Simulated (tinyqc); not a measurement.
# Bandgap voltage reference from two bipolar transistors: effect of the temperature coefficient of both resistors

Two transistors of area 1 and N carry the same current I. Is(T) = Is (T/T0)^eta exp[(Vg0 q/kB)(1/T0 - 1/T)], VBE1 = Vt ln(I/Is(T)) + I rb, VBE2 = Vt ln(I/(N Is(T))) + I rb/N. The amplifier forces I R1(T) = VBE1 - VBE2 + Vos, with R(T) = R (1 + tc (T - T0)) for both resistors, and the output is Vref = VBE1 + I R2(T). Base currents and the Early effect are neglected.

Vt = kB T/q; I = (Vt ln N + Vos)/(R1(T) - rb (1 - 1/N)). Box coefficient: span of Vref between 233 and 398 K over its average over T and over 165 K. The last column is the R2 that gives zero slope at T0.

Values chosen for this exercise; values of the order met in silicon bipolar transistors: reference temperature T0 = 298 K; band-gap voltage extrapolated to 0 K Vg0 = 1.173 V; temperature exponent of the saturation current eta = 3.9; saturation current of the unit transistor at T0 Is = 5.8e-18 A; area ratio of the second transistor N = 8; resistor across which the difference of VBE falls, at T0 R1 = 14 kohm; offset of the amplifier Vos = 0 mV; series resistance of the unit transistor rb = 34 ohm; output resistor at T0 R2 = 136.3 kohm.

Constants: q = 1.602176634e-19 C, kB = 1.380649e-23 J/K. Results are converted to the units shown.

Effect of the temperature coefficient of both resistors:
```
tc (ppm/K)  I at T0 (uA)  Vref at T0 (V)  slope at T0 (uV/K)  box coefficient (ppm/K)  R2 for zero slope (kohm)
-2000              3.822           1.220              -38.36                    32.06                     139.3
-1000              3.822           1.220              -65.33                    59.56                     141.4
0                  3.822           1.220              -92.30                    85.15                     143.5
1000               3.822           1.220              -119.3                    109.3                     145.6
2000               3.822           1.220              -146.3                    132.5                     147.7
3000               3.822           1.220              -173.2                    155.1                     149.8
```

Read the table: what changes, and by how much?

As tc goes from -2000 to 3000, Vref stays at 1.220 V and the box coefficient rises from 32.1 to 155 ppm/K.

Numbers from tinyqc (`OMP_NUM_THREADS=1 python tinyqc.py 2062010 2062011 out.jsonl`; about 0.03 s on one thread of a shared Intel Xeon 2.30GHz).
